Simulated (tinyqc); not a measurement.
Square lattice in a magnetic field (Harper-Hofstadter model): one step. The Harper matrix. Two cases, with inputs chosen for the exercise.

Task: Fill it in at the given k.

Landau gauge, lattice period 1: the magnetic cell has q sites j = 0 to q - 1 along x. H_jj = -2 ty cos(ky + 2 pi p j/q), H_(j,j+1) = -tx, and the bond from q - 1 back to 0 is H_(q-1,0) = -tx exp(i q kx). The levels depend on k only through cos(q kx) and cos(q ky), so the band edges lie at (0, 0) and (pi/q, pi/q).

Give: H(k).

Case 1.

Values chosen (a lateral superlattice; not measured data): p = 4 (flux per plaquette p/q, in units of h/e); q = 5; tx = 1 meV (hopping along x); ty = 1.4 meV (hopping along y); k = (0.516, 0.102) (kx, ky).

Result:

H(k) (meV), lower triangle (Hermitian):
```
                0        1        2        3        4
0         -2.7854
1         -1.0000  -1.1319
2               0  -1.0000   2.0859
3               0        0  -1.0000   2.4211
4  0.8464-0.5325i        0        0  -1.0000  -0.5896
```

Case 2.

Values chosen: p = 1 (flux per plaquette p/q, in units of h/e); q = 6; tx = 1.3 meV (hopping along x); ty = 1.9 meV (hopping along y); k = (0.234, 0.106) (kx, ky).

Result:

H(k) (meV), lower triangle (Hermitian):
```
                 0        1        2        3        4        5
0          -3.7787
1          -1.3000  -1.5412
2                0  -1.3000   2.2375
3                0        0  -1.3000   3.7787
4                0        0        0  -1.3000   1.5412
5  -0.2158-1.2820i        0        0        0  -1.3000  -2.2375
```

Computed by tinyqc, one run a case: `OMP_NUM_THREADS=1 python tinyqc.py N N+1 out.jsonl` with N = 1250447, 1251317; one thread of a shared Intel(R) Xeon(R) Processor @ 2.30GHz, about 0.03 s a run at most.
